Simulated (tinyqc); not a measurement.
Inside a calculation. Method: CISD on RHF in the 6-311g basis, for He, spin multiplicity 1. Computed by tinyqc, a small Python program that keeps every step (integrals from PySCF). Settings: charge = 0, multiplicity = 1, basis = 6-311g, method = RHF, energy threshold = 1e-10, iteration cap = 79, orthogonalisation = symmetric, start = Wolfsberg-Helmholz matrix, DIIS depth = 6, ci = CISD, davidson = 1. Command: `OMP_NUM_THREADS=1 python tinyqc.py 20644 20645 out.jsonl` (the two numbers bound the seeds that draw the settings). One thread of a shared host (Intel(R) Xeon(R) Processor @ 2.60GHz), about 0.08 s of CPU time with the checks. Later iterations appear only in the table of the cycle.

## One-electron integrals

Geometry (angstrom):

| atom | x | y | z |
|---|---|---|---|
| He | 0.00000 | 0.00000 | 0.00000 |

Basis 6-311g: exponents (1/bohr^2) and contraction coefficients of normalised primitives:

| element | l (shell) | exponent | coefficient |
|---|---|---|---|
| He | s (1) | 98.12430 | 0.02875 |
| He | s (1) | 14.76890 | 0.20806 |
| He | s (1) | 3.31883 | 0.83764 |
| He | s (2) | 0.87405 | 1.00000 |
| He | s (3) | 0.24456 | 1.00000 |

Overlap, kinetic and nuclear-attraction integrals over the contracted functions; the nuclear repulsion is the sum of Za Zb / Rab.

nuclear repulsion = 0 hartree

overlap S, lower triangle:
```
         1He 1s   1He 2s   1He 3s
1He 1s  1.00000
1He 2s  0.68047  1.00000
1He 3s  0.32860  0.75157  1.00000
```

kinetic energy T (hartree), lower triangle:
```
         1He 1s   1He 2s   1He 3s
1He 1s  6.85710
1He 2s  1.43947  1.31107
1He 3s  0.22560  0.43087  0.36685
```

nuclear attraction V (hartree), lower triangle:
```
          1He 1s    1He 2s    1He 3s
1He 1s  -7.30629
1He 2s  -3.46483  -2.98378
1He 3s  -1.53507  -1.79389  -1.57832
```

core Hamiltonian H = T + V (hartree), lower triangle:
```
          1He 1s    1He 2s    1He 3s
1He 1s  -0.44919
1He 2s  -2.02535  -1.67271
1He 3s  -1.30947  -1.36303  -1.21148
```

## Two-electron integrals

Functions are numbered as in S; the eight-fold symmetry (ij|kl) = (ji|kl) = (kl|ij) leaves the list below.

Two-electron integrals (ij|kl) in chemists' order, unique and non-zero (hartree):
```
(11|11) 2.39512   (21|11) 1.34734   (21|21) 0.79871   (22|11) 1.35841
(22|21) 0.86385   (22|22) 1.05493   (31|11) 0.61412   (31|21) 0.36863
(31|22) 0.40680   (31|31) 0.17071   (32|11) 0.84271   (32|21) 0.54701
(32|22) 0.70042   (32|31) 0.25942   (32|32) 0.47668   (33|11) 0.76703
(33|21) 0.51024   (33|22) 0.69758   (33|31) 0.24418   (33|32) 0.49473
(33|33) 0.55802
```

## Orthogonalisation

S = U s U^T; symmetric (Loewdin) form X = U s^(-1/2) U^T, so that X^T S X = 1.

eigenvalues of S: 0.13571  0.67345  2.19085

X, lower triangle:
```
          1He 1s    1He 2s   1He 3s
1He 1s   1.31656
1He 2s  -0.64591   1.85550
1He 3s   0.15068  -0.77140  1.43667
```

## Starting guess

The start is the generalised Wolfsberg-Helmholz matrix (K = 1.75) built on H; D = 2 C_occ C_occ^T.

D at the start, lower triangle:
```
          1He 1s   1He 2s   1He 3s
1He 1s   0.01081
1He 2s  -0.10089  0.94162
1He 3s  -0.06201  0.57874  0.35570
```

## Iteration 1: building the Fock matrix

J_ij = sum D_kl (ij|kl), K_ij = sum D_kl (ik|jl); F = H + J - 0.5 K; E = tr D H + tr D J / 2 - 0.25 tr D K + E_nn.

Coulomb J (hartree), lower triangle:
```
         1He 1s   1He 2s   1He 3s
1He 1s  2.20522
1He 2s  1.43574  1.84211
1He 3s  0.68126  1.25381  1.30304
```

exchange K (hartree), lower triangle:
```
         1He 1s   1He 2s   1He 3s
1He 1s  0.91734
1He 2s  1.17951  1.74010
1He 3s  0.87363  1.37512  1.13919
```

Fock matrix F (hartree), lower triangle:
```
          1He 1s    1He 2s    1He 3s
1He 1s   1.29736
1He 2s  -1.17937  -0.70065
1He 3s  -1.06502  -0.79678  -0.47804
```

total energy of this density = -2.1926935 hartree

## Iteration 1: diagonalisation and new density

Diagonalise F' = X^T F X, C = X C', fill 1 alpha and 1 beta electrons from the bottom; D = 2 C_occ C_occ^T. Each column has its largest component positive (the first on a tie).

F' = X^T F X (hartree), lower triangle:
```
          1         2        3
1   3.68397
2  -3.01555   1.89109
3  -0.08930  -0.99704  0.20498
```

orbital energies (hartree): MO1 -0.98847, MO2 0.78641, MO3 5.98210

coefficients C:
```
            MO1       MO2       MO3
1He 1s  0.24111  -0.15741  -1.44580
1He 2s  0.49982  -1.13951   1.70494
1He 3s  0.40241   1.41546  -0.71857
```

D after iteration 1, lower triangle:
```
         1He 1s   1He 2s   1He 3s
1He 1s  0.11627
1He 2s  0.24103  0.49965
1He 3s  0.19405  0.40226  0.32386
```

## Iteration 6 (converged): orbitals

converged F (hartree), lower triangle:
```
          1He 1s    1He 2s    1He 3s
1He 1s   1.37350
1He 2s  -1.20623  -0.59445
1He 3s  -1.10584  -0.69840  -0.37193
```

As before.

F' = X^T F X (hartree), lower triangle:
```
          1         2        3
1   3.87300
2  -3.17478   2.09370
3  -0.14928  -0.93151  0.25941
```

orbital energies (hartree): MO1 -0.91687, MO2 0.82943, MO3 6.31355

coefficients C:
```
            MO1       MO2       MO3
1He 1s  0.26356  -0.13795  -1.44387
1He 2s  0.48749  -1.15399   1.69876
1He 3s  0.39745   1.42794  -0.69630
```

D after iteration 6, lower triangle:
```
         1He 1s   1He 2s   1He 3s
1He 1s  0.13893
1He 2s  0.25696  0.47529
1He 3s  0.20950  0.38750  0.31593
```

## Convergence

Stop when the energy changes by less than 1e-10 hartree and every element of the error matrix X^T (F D S - S D F) X is below 3e-06.

Course of the cycle:

| iteration | E (hartree) | change | largest element of the error matrix |
|---|---|---|---|
| 1 | -2.1926935 | - | 2.05e+00 |
| 2 | -2.8566492 | -6.64e-01 | 1.61e-01 |
| 3 | -2.8598938 | -3.24e-03 | 2.25e-03 |
| 4 | -2.8598954 | -1.61e-06 | 2.09e-04 |
| 5 | -2.8598954 | -1.83e-08 | 1.71e-07 |
| 6 | -2.8598954 | -1.11e-14 | 6.86e-08 |

PySCF RHF in the same basis = -2.8598954 hartree

Converged in 6 iterations.

## Populations

Mulliken: Z minus the diagonal of D S on the atom; Loewdin: the same with S^(1/2) D S^(1/2).

Charges (e):

| atom | Mulliken | Loewdin |
|---|---|---|
| 1He | 0 | 0 |

## Integrals over molecular orbitals

(pq|rs) = sum C_ip C_jq C_kr C_ls (ij|kl), one index at a time.

one-electron integrals over orbitals h = C^T H C (hartree), lower triangle:
```
          1         2        3
1  -1.94302
2   0.27732  -0.34320
3   0.17391  -0.33339  4.17613
```

Two-electron integrals over orbitals (pq|rs), unique and non-zero (hartree):
```
(11|11) 1.02615    (21|11) -0.27732   (21|21) 0.14655    (22|11) 0.65959
(22|21) -0.11363   (22|22) 0.50665    (31|11) -0.17391   (31|21) 0.12560
(31|22) -0.07878   (31|31) 0.21655    (32|11) 0.22950    (32|21) -0.12092
(32|22) 0.10267    (32|31) -0.14869   (32|32) 0.12759    (33|11) 1.17698
(33|21) -0.38100   (33|22) 0.72730    (33|31) -0.38667   (33|32) 0.38066
(33|33) 1.59996
```

## CISD: determinants and Hamiltonian

Hartree-Fock energy = -2.8598954 hartree

Slater-Condon rules over spin orbitals, with the nuclear repulsion added and E(HF) subtracted on the diagonal.

Occupation strings over the orbitals (2 doubly, a alpha, b beta, 0 empty; spin orbitals ordered 1a 1b 2a 2b ...): 200 ab0 a0b ba0 b0a 020 0ab 0ba 002

H - E(HF) between determinants (hartree), lower triangle:
```
          200       ab0       a0b       ba0       b0a       020       0ab       0ba
200   0.00000
ab0   0.00000   1.23326
a0b   0.00000  -0.10390   6.26999
ba0   0.00000  -0.14655  -0.12560   1.23326
b0a   0.00000  -0.12560  -0.21655  -0.10390   6.26999
020   0.14655   0.16369  -0.12092  -0.16369   0.12092   2.68015
0ab   0.12560  -0.12092  -0.10368  -0.09513   0.14869  -0.23072   7.42014
0ba  -0.12560  -0.09513   0.14869  -0.12092  -0.10368   0.23072  -0.12759   7.42014
002   0.21655  -0.14869  -0.21276   0.14869   0.21276   0.12759   0.04727  -0.04727

          002
002  12.81212
```

## CISD: roots

Diagonalise (each vector has its largest component positive (the first on a tie)); all determinants have Ms = 0, so triplets appear too. The lowest singlet root is the correlation energy.

lowest roots of this matrix, relative to E(HF) (hartree): -0.01652  1.06879  1.33504  2.69774  6.06159  6.43163  7.30232  7.62161

lowest vectors:
```
       root 1   root 2    root 3    root 4
200   0.99786  0.00000  -0.01630   0.05693
ab0   0.00471  0.70595   0.69630   0.12233
a0b  -0.00232  0.03228  -0.00632   0.03323
ba0  -0.00471  0.70595  -0.69630  -0.12233
b0a   0.00232  0.03228   0.00632  -0.03323
020  -0.05737  0.00000  -0.17196   0.97980
0ab  -0.01828  0.02427  -0.00358   0.04760
0ba   0.01828  0.02427   0.00358  -0.04760
002  -0.01611  0.00000   0.02006  -0.00903
```

<S^2> of these roots: 0.00000  2.00000  0.00000  0.00000  2.00000  0.00000  2.00000  0.00000

weight of the ground state by excitation level 0, 1, 2, ...: 0.99573  0.00006  0.00422

## The lowest root by the Davidson method

Start from the reference; add the residual divided by (theta - H_ii), orthogonalised, at each step.

Davidson iterations:

| iteration | subspace | lowest Ritz value (hartree) | residual norm |
|---|---|---|---|
| 1 | 1 | 0 | 3.16e-01 |
| 2 | 2 | -0.0163652 | 2.86e-02 |
| 3 | 3 | -0.0165215 | 3.41e-03 |
| 4 | 4 | -0.0165229 | 2.54e-04 |
| 5 | 5 | -0.0165229 | 4.00e-07 |
| 6 | 6 | -0.0165229 | 1.76e-16 |
